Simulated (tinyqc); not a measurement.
One-electron ion in a basis of Gaussians, step by step. Computed by tinyqc, a small Python program that keeps every step. Settings: Z = 6, l = 0. Command: `OMP_NUM_THREADS=1 python tinyqc.py 29151 29152 out.jsonl` (the two numbers bound the seeds that draw the settings). One thread of a shared host (Intel(R) Xeon(R) Processor @ 2.60GHz), about 0.01 s of CPU time with the checks.

## Matrices over normalised Gaussians

exponents of r^l exp(-a r^2) (1/bohr^2): 1.214000  1.991000  3.264000  5.352000  8.775000

Z = 6

l = 0

With p = a_i + a_j and I(k) = Gamma((k+1)/2) / (2 p^((k+1)/2)): S = I(2l+2), T = (2l+3) a_i a_j S / p, V = -Z I(2l+1), each divided by sqrt(S_ii S_jj).

S, lower triangle:
```
          1         2         3         4         5
1  1.000000
2  0.955587  1.000000
3  0.838292  0.955657  1.000000
4  0.684140  0.838350  0.955622  1.000000
5  0.528277  0.684230  0.838315  0.955636  1.000000
```

T (hartree), lower triangle:
```
          1         2         3         4          5
1  1.821000
2  2.161989  2.986500
3  2.225366  3.545454  4.896000
4  2.030953  3.649726  5.812567  8.028000
5  1.690154  3.331099  5.983226  9.530749  13.162500
```

V (hartree), lower triangle:
```
            1           2           3           4           5
1  -10.549470
2  -11.582191  -13.510049
3  -12.010023  -14.831827  -17.298020
4  -11.868655  -15.380424  -18.990889  -22.150287
5  -11.303909  -15.199725  -19.692862  -24.317772  -28.362524
```

## Generalised eigenproblem

H = T + V (hartree), lower triangle:
```
           1           2           3           4           5
1  -8.728470
2  -9.420202  -10.523549
3  -9.784657  -11.286372  -12.402020
4  -9.837702  -11.730697  -13.178322  -14.122287
5  -9.613754  -11.868626  -13.709636  -14.787023  -15.200024
```

Solve H C = S C e through S^(-1/2); each column has its largest component positive (the first on a tie).

eigenvalues of S: 0.000175  0.004103  0.059070  0.629271  4.307381

eigenvalues (hartree): -16.016536  -4.102065  0.457070  10.690004  27.148366

coefficients:
```
           1          2           3           4           5
1   0.742361   2.622031   -8.113602    7.266133    6.188816
2  -2.573509  -2.143357   18.434985  -22.807379  -24.474757
3   4.568434   0.170837  -15.911166   26.453795   41.649410
4  -3.874069   0.688369    7.877168  -11.677371  -35.446386
5   2.225083  -0.841402   -2.573252    0.728196   12.320066
```

For Z = 6 and l = 0 the exact lowest level is -Z^2/(2 n^2) with n = l + 1: -18.000000 hartree. The basis is nearly linearly dependent, so rounded matrices do not reproduce these digits.
